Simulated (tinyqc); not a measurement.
# Changing the width b

Model: ballistic transport through the one-dimensional subbands of a rectangular nanowire or nanosheet channel. Computed by tinyqc, a small Python program. Command: `OMP_NUM_THREADS=1 python tinyqc.py 3030507 3030508 out.jsonl wire sweep`. One thread of a shared host (Intel(R) Xeon(R) Processor @ 2.30GHz), about 0.03 s of CPU time with the checks.

Hard walls, parabolic subbands, transport along x. Energies are counted from the bulk conduction band edge at the top of the barrier, which the gate pulls down by U; the source Fermi level lies at the bulk edge when U = 0.

Inputs (values chosen for the exercise, modelled on InAs):
```
quantity                                   value  unit
mass m                                     0.029   m_0
height a                                     5.5    nm
equivalent oxide thickness t                   2    nm
gate voltage above flat band V_G            0.63     V
drain voltage V_D                           0.01     V
temperature T                                300     K
mean free path for back-scattering lambda     56    nm
channel length L                              35    nm
```

Valleys: single isotropic valley.

Constants: hbar^2/(2 m_0) = 3.80998212 eV angstrom^2; k_B = 8.617333262e-05 eV/K; m_0 = 9.1093837015e-31 kg; k_B = 1.380649e-23 J/K; hbar = 1.054571817e-34 J s; eps_0 = 8.8541878128e-12 F/m; e = 1.602176634e-19 C; h = 6.62607015e-34 J s.

Method:
- E_pq = (hbar^2 pi^2/2)(p^2/(m_y b^2) + q^2/(m_z a^2)); m_x = m_y = m_z = m, degeneracy g = 1; the 10 lowest subbands are kept.
- F_j(eta) = (1/Gamma(j + 1)) int_0^infinity x^j/(1 + exp(x - eta)) dx, F_0 = ln(1 + exp(eta)). Integrals over x = E/(k_B T) use 160 Gauss-Legendre points in u = sqrt(x) from 0 to sqrt(max(eta, 0) + 32).
- With degeneracy g = 1, eta_i = (U - E_i)/(k_B T) and u = e V_D/(k_B T): line density n = sum_i g sqrt(2 m_x k_B T/pi)/(2 hbar) [F_-1/2(eta_i) + F_-1/2(eta_i - u)]; gate: e n = C_ox (V_G - U/e), C_ox = 3.9 eps_0 2 (a + b)/t (flat-plate estimate); I = (2 e k_B T/h) sum_i g [F_0(eta_i) - F_0(eta_i - u)].
- Linear conductance G = (2 e^2/h) sum_i g f(eta_i), g = 1, f = 1/(1 + exp(-eta_i)), with the barrier frozen at the eta_i above; current per perimeter I/(2(a + b)); with scattering, transmission lambda/(lambda + L) and low-bias resistance (1 + L/lambda)/G.

One run for each value; columns: (1) width b (nm); (2) current per perimeter (microampere/micrometre); (3) ballistic current I (microampere); (4) open modes sum g f; (5) mean velocity I/(e n) (1e7 cm/s):
```
(1)          (2)         (3)         (4)      (5)
5.8   2.2932e-02  5.1826e-04  8.0646e-04  0.60343
7.7   7.0880e+00  1.8712e-01  2.7803e-01  0.56043
10.0  2.0245e+01  6.2759e-01  8.3852e-01  0.40290
14.0  1.9617e+01  7.6508e-01  9.9565e-01  0.29369
18.0  2.3352e+01  1.0976e+00  1.4666e+00  0.30957
25.0  2.6404e+01  1.6106e+00  2.1224e+00  0.29994
44.0  3.0899e+01  3.0590e+00  4.0339e+00  0.30259
```

Give the missing row, width b (nm) = 33.0.

Computed row; columns: (1) width b (nm); (2) current per perimeter (microampere/micrometre); (3) ballistic current I (microampere); (4) open modes sum g f; (5) mean velocity I/(e n) (1e7 cm/s):
```
(1)          (2)         (3)         (4)      (5)
33.0  2.9002e+01  2.2332e+00  2.9426e+00  0.30232
```

Interpolating between the two neighbouring rows (the first column on a logarithmic scale, the others too where they are positive) misses most in current per perimeter (microampere/micrometre), by 1.7 %. Over the rows, current per perimeter (microampere/micrometre) lies between 0.0229 and 30.9 without a single trend; ballistic current I (microampere) rises from 5.18e-4 to 3.06 (exponent d ln y / d ln x 21 between the first rows and 1.1 between the last); open modes sum g f rises from 8.06e-4 to 4.03 (exponent d ln y / d ln x 21 between the first rows and 1.1 between the last).

Caution (all rows): confinement energies this large call for non-parabolicity and barrier penetration, which lower the subbands and raise the mass.

Extremes, crossings and ranges named in words are read from the listed rows.
